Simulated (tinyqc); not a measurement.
Inside a calculation. Method: coupled-perturbed Hartree-Fock on RHF in the sto-3g basis, for H4, spin multiplicity 1. Computed by tinyqc, a small Python program that keeps every step (integrals from PySCF). Settings: charge = 0, multiplicity = 1, basis = sto-3g, method = RHF, energy threshold = 1e-10, iteration cap = 66, orthogonalisation = canonical, start = Wolfsberg-Helmholz matrix, DIIS depth = 6. Command: `OMP_NUM_THREADS=1 python tinyqc.py 21405 21406 out.jsonl` (the two numbers bound the seeds that draw the settings). One thread of a shared host (Intel(R) Xeon(R) Processor @ 2.60GHz), about 0.1 s of CPU time with the checks. The early iterations of the SCF are left out here.

## One-electron integrals

Geometry (angstrom):
```
atom        x        y        z
H     0.00000  0.00000  0.00000
H     0.00000  0.00000  0.83000
H     0.00000  0.00000  2.20200
H     0.00000  0.00000  3.03200
```

Basis sto-3g: exponents (1/bohr^2) and contraction coefficients of normalised primitives:
```
element  l (shell)  exponent  coefficient
H            s (1)   3.42525      0.15433
H            s (1)   0.62391      0.53533
H            s (1)   0.16886      0.44463
```

Overlap, kinetic and nuclear-attraction integrals over the contracted functions; the nuclear repulsion is the sum of Za Zb / Rab.

nuclear repulsion = 2.3159875 hartree

overlap S, lower triangle:
```
         1H 1s    2H 1s    3H 1s    4H 1s
1H 1s  1.00000
2H 1s  0.60148  1.00000
3H 1s  0.08479  0.30738  1.00000
4H 1s  0.01707  0.08479  0.60148  1.00000
```

kinetic energy T (hartree), lower triangle:
```
          1H 1s     2H 1s    3H 1s    4H 1s
1H 1s   0.76003
2H 1s   0.18681   0.76003
3H 1s  -0.01142   0.02322  0.76003
4H 1s  -0.00637  -0.01142  0.18681  0.76003
```

nuclear attraction V (hartree), lower triangle:
```
          1H 1s     2H 1s     3H 1s     4H 1s
1H 1s  -2.24084
2H 1s  -1.34569  -2.44933
3H 1s  -0.16931  -0.64046  -2.44933
4H 1s  -0.03284  -0.16931  -1.34569  -2.24084
```

core Hamiltonian H = T + V (hartree), lower triangle:
```
          1H 1s     2H 1s     3H 1s     4H 1s
1H 1s  -1.48081
2H 1s  -1.15888  -1.68930
3H 1s  -0.18074  -0.61724  -1.68930
4H 1s  -0.03921  -0.18074  -1.15888  -1.48081
```

## Two-electron integrals

Functions are numbered as in S; the eight-fold symmetry (ij|kl) = (ji|kl) = (kl|ij) leaves the list below.

Two-electron integrals (ij|kl) in chemists' order, unique and non-zero (hartree):
```
(11|11) 0.77461   (21|11) 0.39462   (21|21) 0.24181   (22|11) 0.53671
(22|21) 0.39462   (22|22) 0.77461   (31|11) 0.03769   (31|21) 0.02581
(31|22) 0.04829   (31|31) 0.00360   (32|11) 0.10742   (32|21) 0.08157
(32|22) 0.17104   (32|31) 0.01346   (32|32) 0.05522   (33|11) 0.23994
(33|21) 0.17816   (33|22) 0.37404   (33|31) 0.03769   (33|32) 0.17104
(33|33) 0.77461   (41|11) 0.00606   (41|21) 0.00434   (41|22) 0.00849
(41|31) 0.00067   (41|32) 0.00266   (41|33) 0.00849   (41|41) 0.00013
(42|11) 0.02418   (42|21) 0.01812   (42|22) 0.03769   (42|31) 0.00320
(42|32) 0.01346   (42|33) 0.04829   (42|41) 0.00067   (42|42) 0.00360
(43|11) 0.12218   (43|21) 0.08791   (43|22) 0.17816   (43|31) 0.01812
(43|32) 0.08157   (43|33) 0.39462   (43|41) 0.00434   (43|42) 0.02581
(43|43) 0.24181   (44|11) 0.17452   (44|21) 0.12218   (44|22) 0.23994
(44|31) 0.02418   (44|32) 0.10742   (44|33) 0.53671   (44|41) 0.00606
(44|42) 0.03769   (44|43) 0.39462   (44|44) 0.77461
```

## Orthogonalisation

S = U s U^T; canonical form X = U s^(-1/2), so that X^T S X = 1. Each column of U has its largest component positive (the first on a tie).

eigenvalues of S: 0.30108  0.46077  1.37447  1.86368

X:
```
              1         2         3        4
1H 1s  -0.77831   0.80923   0.48071  0.32616
2H 1s   1.02710  -0.65596   0.36427  0.40237
3H 1s  -1.02710  -0.65596  -0.36427  0.40237
4H 1s   0.77831   0.80923  -0.48071  0.32616
```

## Iteration 5 (converged): orbitals

converged F (hartree), lower triangle:
```
          1H 1s     2H 1s     3H 1s     4H 1s
1H 1s  -0.32072
2H 1s  -0.55573  -0.35399
3H 1s  -0.10662  -0.24515  -0.35399
4H 1s  -0.01445  -0.10662  -0.55573  -0.32072
```

Diagonalise F' = X^T F X, C = X C', fill 2 alpha and 2 beta electrons from the bottom; D = 2 C_occ C_occ^T. Each column has its largest component positive (the first on a tie).

F' = X^T F X (hartree), lower triangle:
```
          1         2         3         4
1   0.83540
2   0.00000   0.45179
3  -0.04109   0.00000  -0.48500
4   0.00000  -0.00857   0.00000  -0.61303
```

orbital energies (hartree): MO1 -0.61310, MO2 -0.48628, MO3 0.45186, MO4 0.83668

coefficients C:
```
           MO1       MO2       MO3       MO4
1H 1s  0.33267   0.45629   0.80658  -0.79288
2H 1s  0.39708   0.39601  -0.65918   1.01529
3H 1s  0.39708  -0.39601  -0.65918  -1.01529
4H 1s  0.33267  -0.45629   0.80658   0.79288
```

D after iteration 5, lower triangle:
```
          1H 1s     2H 1s    3H 1s    4H 1s
1H 1s   0.63774
2H 1s   0.62558   0.62899
3H 1s  -0.09720   0.00169  0.62899
4H 1s  -0.19507  -0.09720  0.62558  0.63774
```

## Convergence

Stop when the energy changes by less than 1e-10 hartree and every element of the error matrix X^T (F D S - S D F) X is below 3e-06.

Course of the cycle:
```
iteration  E (hartree)     change  largest element of the error matrix
1           -2.1866962          -                             1.47e-01
2           -2.1982785  -1.16e-02                             1.57e-02
3           -2.1985352  -2.57e-04                             3.01e-03
4           -2.1985444  -9.20e-06                             1.35e-06
5           -2.1985444  -7.80e-13                             5.23e-07
```

PySCF RHF in the same basis = -2.1985444 hartree

Converged in 5 iterations.

## Integrals over molecular orbitals

(pq|rs) = sum C_ip C_jq C_kr C_ls (ij|kl), one index at a time.

one-electron integrals over orbitals h = C^T H C (hartree), lower triangle:
```
          1         2         3         4
1  -1.77162
2   0.00000  -1.64354
3   0.12119   0.00000  -1.13322
4   0.00000  -0.11102   0.00000  -0.87309
```

Two-electron integrals over orbitals (pq|rs), unique and non-zero (hartree):
```
(11|11) 0.46075    (21|21) 0.20152    (22|11) 0.44964    (22|22) 0.45949
(31|11) -0.04663   (31|22) -0.00248   (31|31) 0.10437    (32|21) 0.06960
(32|32) 0.10096    (33|11) 0.44757    (33|22) 0.44764    (33|31) -0.01369
(33|33) 0.46624    (41|21) 0.02181    (41|32) -0.07302   (41|41) 0.08707
(42|11) 0.05706    (42|22) 0.01871    (42|31) -0.10087   (42|33) 0.01623
(42|42) 0.10652    (43|21) -0.19317   (43|32) -0.07093   (43|41) -0.01910
(43|43) 0.20587    (44|11) 0.48089    (44|22) 0.47079    (44|31) -0.05138
(44|33) 0.48273    (44|42) 0.06343    (44|44) 0.52864
```

## Response to a field: uncoupled start

dipole integrals <a|z|i> (bohr):
```
         i1        i2
a3  0.00000  -1.39606
a4  0.49545   0.00000
```

Field along z; U_ai = -mu_ai / (e_a - e_i), alpha = -4 sum U_ai mu_ai.

uncoupled U:
```
          i1       i2
a3   0.00000  1.48812
a4  -0.34174  0.00000
```

uncoupled polarisability = 8.98727 bohr^3

## Coupled step 1

U_ai = -(mu_ai + sum_bj [4 (ai|bj) - (ab|ij) - (aj|bi)] U_bj) / (e_a - e_i); alpha = -4 sum U_ai mu_ai.

U after step 1:
```
          i1       i2
a3   0.00000  1.71847
a4  -0.39555  0.00000
```

polarisability = 10.38023 bohr^3

## Coupled step 2

As before.

U after step 2:
```
          i1       i2
a3   0.00000  1.75412
a4  -0.40402  0.00000
```

polarisability = 10.59613 bohr^3

## Coupled polarisability

Repeat until U stops changing; compare with -d2E/dF2.

Course of the coupled iterations:
```
step  alpha (bohr^3)
0            8.98727
1           10.38023
2           10.59613
3           10.62960
4           10.63478
5           10.63559
6           10.63571
7           10.63573
8           10.63574
9           10.63574
10          10.63574
11          10.63574
```

coupled polarisability = 10.63574 bohr^3

finite-field check, fields of +/-0.001 au = 10.63577 bohr^3
